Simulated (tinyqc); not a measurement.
Capacitance of parallel on-chip lines from Laplace's equation on a mesh: two steps of the calculation.

Cross-section of an endless row of equal lines between two grounded planes; neighbours are driven in antiphase (+1 V and -1 V), so the plane midway between two lines is at 0 V. By symmetry one quarter is solved: x runs from the centre of a line (column 0, mirror) to that midplane (column 5, 0 V), y from the mid-height of the line (row 0, mirror) to the ground plane (row 4, 0 V). The line fills columns 0 to 2 and rows 0 to 2 at 1 V. Cells beside the line (below row 2) have e2, cells above have e1. Each link between nodes has the conductance g = mean permittivity of the two cells beside it (a cell beyond a mirror counts as 0), and the free nodes obey sum g (V_neighbour - V) = 0.

Values chosen for this exercise: relative permittivity above and below the lines e1 = 3; relative permittivity between the lines e2 = 3.9; over-relaxation factor om = 1.2.

Constants: eps0 = 8.8541878128e-12 F/m. Results are converted to the units shown.

Problem 1. Relaxation sweep. One sweep visits the free nodes row by row from row 0, left to right, and replaces V by V + om (weighted mean of the neighbours - V), using new values at once.

V after sweep 1 (V):
```
	col 0	col 1	col 2	col 3	col 4	col 5
row 0	1.0000000	1.0000000	1.0000000	0.3000000	0.0900000	0.0000000
row 1	1.0000000	1.0000000	1.0000000	0.3900000	0.1440000	0.0000000
row 2	1.0000000	1.0000000	1.0000000	0.4322609	0.1785130	0.0000000
row 3	0.3000000	0.3900000	0.4170000	0.2547783	0.1299874	0.0000000
row 4	0.0000000	0.0000000	0.0000000	0.0000000	0.0000000	0.0000000
```

gx:
```
	col 0	col 1	col 2	col 3	col 4
row 0	1.95	1.95	1.95	1.95	1.95
row 1	3.9	3.9	3.9	3.9	3.9
row 2	3.45	3.45	3.45	3.45	3.45
row 3	3	3	3	3	3
row 4	1.5	1.5	1.5	1.5	1.5
```

gy:
```
	col 0	col 1	col 2	col 3	col 4	col 5
row 0	1.95	3.9	3.9	3.9	3.9	1.95
row 1	1.95	3.9	3.9	3.9	3.9	1.95
row 2	1.5	3	3	3	3	1.5
row 3	1.5	3	3	3	3	1.5
```

Find: V after sweep 2.

Solution 1.

V after sweep 2 (V):
```
	col 0	col 1	col 2	col 3	col 4	col 5
row 0	1.000	1.000	1.000	0.501	0.219	0.000
row 1	1.000	1.000	1.000	0.545	0.254	0.000
row 2	1.000	1.000	1.000	0.518	0.240	0.000
row 3	0.474	0.489	0.440	0.276	0.129	0.000
row 4	0.000	0.000	0.000	0.000	0.000	0.000
```

Problem 2. Capacitance per length. C = 4 eps0 sum g (difference of V)^2 over all links (twice the energy of the four quarters, line at 1 V). Plate estimate without fringing: eps0 [2 e1 w/hd + 2 e2 t/(s/2)], w = 4 hx, t = 4 hx, s/2 = 3 hx, hd = 2 hx.

converged V (V):
```
	col 0	col 1	col 2	col 3	col 4	col 5
row 0	1.0000000	1.0000000	1.0000000	0.6361861	0.3057994	0.0000000
row 1	1.0000000	1.0000000	1.0000000	0.6194724	0.2935058	0.0000000
row 2	1.0000000	1.0000000	1.0000000	0.5481978	0.2487512	0.0000000
row 3	0.4915512	0.4831024	0.4408586	0.2803318	0.1322708	0.0000000
row 4	0.0000000	0.0000000	0.0000000	0.0000000	0.0000000	0.0000000
```

gx:
```
	col 0	col 1	col 2	col 3	col 4
row 0	1.95	1.95	1.95	1.95	1.95
row 1	3.9	3.9	3.9	3.9	3.9
row 2	3.45	3.45	3.45	3.45	3.45
row 3	3	3	3	3	3
row 4	1.5	1.5	1.5	1.5	1.5
```

gy:
```
	col 0	col 1	col 2	col 3	col 4	col 5
row 0	1.95	3.9	3.9	3.9	3.9	1.95
row 1	1.95	3.9	3.9	3.9	3.9	1.95
row 2	1.5	3	3	3	3	1.5
row 3	1.5	3	3	3	3	1.5
```

Wanted: C; plate estimate.

Solution 2.

C = 274.23 aF/um
plate estimate = 198.33 aF/um

Program tinyqc, `OMP_NUM_THREADS=1 python tinyqc.py 2790178 2790179 out.jsonl`; Intel Xeon 2.30GHz, shared host, one thread, about 1 s.
